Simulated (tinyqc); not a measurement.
From results back to parameters: Koster-Slater impurity in an sp3s* host.

Problem. In the Koster-Slater model a defect shifts the s level of its site by Vs and the p levels by Vp; an A1 level solves 1/Vs = G_s(E) and a T2 level 1/Vp = G_p(E), E from the top of the valence band. A defect has an A1 level at E = 0.8641 eV, one of the energies of the table, and a T2 level at 0.5185 eV.

G(E) of the host (1/eV):
```
E (eV)         G_s         G_p
0.0000  -0.0869718   0.0009427
0.1728  -0.1027543  -0.0380015
0.3457  -0.1201140  -0.0651707
0.5185  -0.1396886  -0.0887725
0.6913  -0.1623104  -0.1113092
0.8641  -0.1891624  -0.1342835
1.0370  -0.2220490  -0.1590637
1.2098  -0.2639416  -0.1873329
1.3826  -0.3202387  -0.2216775
```

Find: Vs, Vp.

Solution. Read G_s and G_p at the two energies and invert them. Vs is attractive and pulls its level down from the conduction bands. Vp is attractive and pulls its level down from the conduction bands.

Vs, Vp (eV): -5.3  -11.3

(tinyqc, `OMP_NUM_THREADS=1 python tinyqc.py 1480397 1480398 out.jsonl`, Intel(R) Xeon(R) Processor @ 2.30GHz, 1 thread, shared host, about 0.01 s.)
